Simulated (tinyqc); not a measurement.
Single-oscillator infrared dielectric function of a polar cubic crystal: one step, computed by the program tinyqc.

One ion pair, charges +Z* and -Z*, in a cell of volume Omega = a^3/4. Frequencies omega are given as wavenumbers (1/cm); eps_s is the static dielectric constant.

Task: LO frequency and static constant from the Born charge. mu = M_A M_B/(M_A + M_B); ionic plasma term W^2 = 4 pi Z*^2 (e^2/(4 pi eps_0))/(Omega mu) in eV/(angstrom^2 u), turned into 1/cm by W = 15.6333042 x 33.35640952 x sqrt(W^2); omega_LO^2 = omega_TO^2 + W^2/eps_inf; eps_s = eps_inf + W^2/omega_TO^2; Szigeti charge 3 Z*/(eps_inf + 2); longitudinal (Callen) charge Z*/eps_inf.

Inputs (values chosen for the exercise, modelled on sodium chloride):
```
quantity            value      unit
lattice constant a   5.64  angstrom
mass M_A            22.99         u
mass M_B            35.45         u
omega_TO              165      1/cm
Born charge Z*       1.14         e
eps_inf              2.29         -
```

Structure: rock salt. Free carriers: absent.

Constants: nu for 1 eV/(angstrom^2 u) = 15.6333042 THz; 1 THz = 33.35640952 1/cm; e^2/(4 pi eps_0) = 14.39964548 eV angstrom.

Give: reduced mass mu; W; omega_LO; eps_s; Szigeti charge; Callen charge.

Result:

reduced mass mu = 13.95 u

W = 319.7 1/cm

omega_LO = 268.1 1/cm

eps_s = 6.045

Szigeti charge = 0.7972 e

Callen charge = 0.4978 e

omega_LO/omega_TO = 1.625; the ions supply 62 % of eps_s, as in a strongly ionic or soft-mode crystal.
